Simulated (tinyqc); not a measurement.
Polytypes and stacking faults of a tetrahedral semiconductor in an axial Ising model with couplings up to third neighbours. Changing the binding energy of the fault level E_b. Computed by tinyqc, a small Python program. Command: `OMP_NUM_THREADS=1 python tinyqc.py 3004743 3004744 out.jsonl polytype sweep`. One thread of a shared host (Intel(R) Xeon(R) Processor @ 2.30GHz), about 0.01 s of CPU time with the checks.

Each double layer has s = +1 or -1 for the sense of its stacking step; E per pair of atoms = E0 - sum_n J_n <s_i s_(i+n)>, n = 1, 2, 3. Hexagonality h = (1 - <s_i s_(i+1)>)/2.

Inputs (values chosen for the exercise, for a model crystal):

| quantity | value | unit |
|---|---|---|
| J1 | 1.99 | meV/pair |
| J2 | -4.76 | meV/pair |
| J3 | -0.27 | meV/pair |
| basal lattice constant a | 3.08 | angstrom |
| in-plane mass m | 0.36 | m0 |
| effective density of states N_c at 300 K | 1.5e+19 | 1/cm^3 |
| electron density n | 5.5e+17 | 1/cm^3 |
| temperature T | 500 | K |

Host polytype: 6H.

fault coefficients k_n:
```
                             J1         J2         J3
single Shockley (42)   0.000000   0.000000  -4.000000
Frank-type (32)        0.666667   1.333333  -2.000000
Frank-type (43)       -0.666667  -1.333333  -2.000000
```

Constants: 1 eV/angstrom^2 = 16.02176634 J/m^2; m_0 = 9.1093837015e-31 kg; hbar = 1.054571817e-34 J s; k_B = 1.380649e-23 J/K; k_B = 8.617333262e-05 eV/K.

Method:
- Faults in 6H: the sequences single Shockley (42) (++++--), Frank-type (32) (+++--), Frank-type (43) (++++---) are put between perfect repeats; k_n = (layers x C_n of the host) - sum_i s_i s_(i+n). gamma = sum k_n J_n/A, A = (sqrt 3/2) a^2; 1 meV/angstrom^2 = 16.02177 mJ/m^2.
- The fault binds electrons in a two-dimensional band E_b below the conduction edge, g2 = m m0/(pi hbar^2) for one valley. With the Fermi level held by the bulk, eta = ln[n/N_c(T)], N_c(T) = N_c (T/300)^1.5, the grand potential falls by g2 (k_B T)^2 F1(x), x = eta + E_b/(k_B T), F1(x) = integral from 0 to infinity of ln(1 + exp(x - t)) dt; sheet density g2 k_B T ln(1 + e^x). Band bending by the trapped charge is left out, so the gain is an upper bound.
- Net fault energy = gamma of the single Shockley (42) fault less the electronic gain.

One run for each value:

| binding energy of the fault level E_b (eV) | electronic gain (mJ/m^2) | sheet density (1/cm^2) | net fault energy (mJ/m^2) |
|---|---|---|---|
| 0.05 | 2.4003e-02 | 3.4314e+11 | 2.082 |
| 0.13 | 1.4396e-01 | 1.9359e+12 | 1.962 |
| 0.21 | 6.9781e-01 | 7.5961e+12 | 1.408 |
| 0.29 | 2.2856e+00 | 1.7664e+13 | -0.179 |
| 0.36 | 4.8325e+00 | 2.7841e+13 | -2.726 |
| 0.44 | 9.1659e+00 | 3.9797e+13 | -7.060 |
| 0.52 | 1.5037e+01 | 5.1816e+13 | -12.931 |
| 0.60 | 2.2449e+01 | 6.3845e+13 | -20.343 |

Over the rows, electronic gain (mJ/m^2) rises from 0.0240 to 22.4 (exponent d ln y / d ln x 1.9 between the first rows and 2.8 between the last); sheet density (1/cm^2) rises from 3.43e11 to 6.38e13 (exponent d ln y / d ln x 1.8 between the first rows and 1.5 between the last); net fault energy (mJ/m^2) falls from 2.08 to -20.3. The gain grows as exp(E_b/(k_B T)) while the well is empty and as (E_b + eta k_B T)^2 once it is degenerate; thicker faults bind more deeply.
